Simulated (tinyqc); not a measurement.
Two-sublattice mean-field magnet: ferrimagnet, compensation points and susceptibility. Changing the fraction x of B sites. Computed by tinyqc, a small Python program. Command: `OMP_NUM_THREADS=1 python tinyqc.py 3006904 3006905 out.jsonl ferri sweep`. One thread of a shared host (Intel(R) Xeon(R) Processor @ 2.30GHz), about 0.06 s of CPU time with the checks.

A random alloy A(1-x)B(x) with H = -sum over pairs J S_i.S_j. a = <S_A> and b = <S_B> are taken along z, a > 0. Exchange fields: h_A = (1 - x) zJ_AA a + x zJ_AB b, h_B = (1 - x) zJ_AB a + x zJ_BB b; a = S_A B_(S_A)(S_A h_A/(k_B T)) and likewise for b, with the Brillouin function B_S(y) = [(2S + 1)/(2S)] coth[(2S + 1) y/(2S)] - [1/(2S)] coth[y/(2S)].

Inputs (values chosen for the exercise, for a model ferrimagnet):

| quantity | value | unit |
|---|---|---|
| spin S_A | 2.5 | - |
| spin S_B | 3.5 | - |
| g factor g_A | 2.1 | - |
| g factor g_B | 2 | - |
| z J_AA | 10.7 | meV |
| z J_BB | 1.2 | meV |
| z J_AB | -2.6 | meV |
| T over T_c | 0.61 | - |
| largest number of steps | 3000 | - |

Constants: k_B = 8.617333262e-05 eV/K.

Method:
- Linearised, T (a, b) = M (a, b) with M_ij = S_i (S_i + 1) c_j zJ_ij/(3 k_B), c_A = 1 - x, c_B = x. T_c is the larger eigenvalue, and its eigenvector gives b/a at onset, (T_c - M_AA)/M_AB.
- Repeat from a = S_A, b = -S_B until a and b change by less than 1e-10.
- Net moment m = (1 - x) g_A a + x g_B b in mu_B per site; net spin s = (1 - x) a + x b. At T = 0, a = S_A and b = -S_B. Effective g = m/s.
- T_M: m = 0; T_A: s = 0; searched between 0.02 and 0.97 T_c, and given as 0 if there is no change of sign.

One run for each value:

| fraction x of B sites | m at T = 0 (mu_B) | magnetic compensation T_M (K) | T_c (K) | net moment m (mu_B) | angular-momentum compensation T_A (K) |
|---|---|---|---|---|---|
| 0.08 | 4.2700 | 0.0 | 336.3 | 3.733 | 0.0 |
| 0.13 | 3.6575 | 0.0 | 320.2 | 3.384 | 0.0 |
| 0.18 | 3.0450 | 0.0 | 304.0 | 3.030 | 0.0 |
| 0.24 | 2.3100 | 0.0 | 284.8 | 2.599 | 0.0 |
| 0.29 | 1.6975 | 0.0 | 268.7 | 2.233 | 0.0 |
| 0.34 | 1.0850 | 0.0 | 252.7 | 1.859 | 0.0 |
| 0.39 | 0.4725 | 0.0 | 236.8 | 1.475 | 0.0 |
| 0.45 | -0.2625 | 41.9 | 217.8 | 0.998 | 52.6 |
| 0.50 | -0.8750 | 78.3 | 202.1 | 0.581 | 85.9 |
| 0.55 | -1.4875 | 104.0 | 186.5 | 0.142 | 110.5 |

Describe and explain the trends.

Over the rows, m at T = 0 (mu_B) falls from 4.27 to -1.49; magnetic compensation T_M (K) rises from 0 to 104, flat over part of the range; T_c (K) falls from 336 to 187 (exponent d ln y / d ln x -0.10 between the first rows and -0.84 between the last). A compensation point exists in 3 rows, only where B wins at T = 0 and A near T_c; within that window T_M moves by 6.21 K for each per cent of B. A zero marks no point.

Extremes, crossings and ranges named in words are read from the listed rows.
